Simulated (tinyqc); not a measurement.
Three-level Kane dispersion of a narrow-gap semiconductor, step by step. Values are carried at full precision from step to step, so a last printed digit may differ when a step is redone from the rounded ones.

Zero of energy at Gamma8, c = hbar^2/2m0, P^2 = Ep c. The free-electron term and remote bands are left out, so the heavy holes are flat at E = 0 and the other three bands obey E (E - Eg)(E + Dso) = P^2 k^2 (E + 2 Dso/3). The conduction band is the highest root; its edge is Ec = max(Eg, 0).

Constants: hbar^2/2m0 = 3.80998211 eV angstrom^2; hbar = 6.58211957e-16 eV s; e^2/(4 pi eps0) = 14.39964547 eV angstrom; muB = 5.788381798e-05 eV/T.

Parameters, chosen for this exercise (near those of HgTe; the results hold for these values, not for the real material): Eg = -0.312 eV (E(Gamma6) - E(Gamma8)); Dso = 1.07 eV (spin-orbit splitting); Ep = 19.3 eV (Kane energy); k = 0.025 1/angstrom (wave vector); n = 7.9e+16 cm^-3 (electron density); eps = 15.4 (high-frequency dielectric constant); B = 1.9 T (magnetic field).

## The three bands at one k

Expand the equation into E^3 + a2 E^2 + a1 E + a0 = 0 and give its roots; compare with the two-level form (Dso to infinity) E = Eg/2 +/- sqrt(Eg^2/4 + (2/3) P^2 k^2).

P^2 k^2 = 0.045958 eV^2

a2, a1, a0: 1.382000  0.287882  -0.032783

roots (eV): -1.0904  -0.3723  0.0807

two-level form (eV): -0.3905  0.0785

The two-level form misses the highest root by -2.3 meV. The order is inverted: the band that would be the light hole curves upward from Gamma8 and touches the heavy holes, so there is no gap.

## Mass at the edge and limiting velocity

For Eg < 0 the conduction band starts at Gamma8 with m0* = 3 |Eg|/(2 Ep). In the two-level form the velocity tends to v = sqrt(2/3) P/hbar, and |Eg| = 2 m v^2 with m = 3 |Eg|/(2 Ep), as for a relativistic particle. 1 angstrom = 1e-10 m.

m0* = 0.02425 m0
P = 8.5751 eV angstrom
v = 1.064e+06 m/s
k at which the linear part sets in, |Eg|/(2 hbar v) = 0.02228 1/angstrom

## Fermi level and mass at a given density

Degenerate electrons at T = 0: kF = (3 pi^2 n)^(1/3), 1 cm^-3 = 1e-24 angstrom^-3; EF is the highest root at kF. The momentum (cyclotron, optical) mass is m(E) = hbar^2 k/(dE/dk) = c d(k^2)/dE with d(k^2)/dE = k^2 [1/E + 1/(E - Eg) + 1/(E + Dso) - 1/(E + 2 Dso/3)]; the density of states is k d(k^2)/dE/(2 pi^2).

Edge mass m0* = 3 |Eg|/(2 Ep).

Compare EF - Ec with the parabolic value c kF^2/m0*.

kF = 0.01327 1/angstrom
EF - Ec = 0.0259 eV
parabolic value = 0.0277 eV
m(EF) = 0.02764 m0
m(EF)/m0* = 1.140
density of states at EF = 4.879e+18 1/(eV cm^3)

The parabola overstates EF - Ec by a factor of 1.07; (EF - Ec)/|Eg| = 0.08, and the two-level rule 1 + 2 (EF - Ec)/|Eg| = 1.166 estimates the mass ratio.

## Plasma and cyclotron energies

hbar wp = sqrt(8 pi c (e^2/4 pi eps0) n/(eps m)), hbar wc = 2 muB B/m (classical limit), with m = m(EF) and, for comparison, the edge mass; n in angstrom^-3.

hbar wp with m(EF), with m0* (meV): 16.00  17.08

hbar wc with m(EF), with m0* (meV): 7.96  9.07

hbar wc is not small against EF - Ec = 25.9 meV, so fewer than ten Landau levels are filled and the classical value is only a guide.

## Checks

- Roots of the cubic against the 8 x 8 Kane matrix without remote terms: they agree to 1e-10 or better.
- m(E) near the edge against m0*: both 0.02425.

Program tinyqc; command `OMP_NUM_THREADS=1 python tinyqc.py 1051405 1051406 out.jsonl`; about 0.01 s on one thread of a shared Intel(R) Xeon(R) Processor @ 2.30GHz.
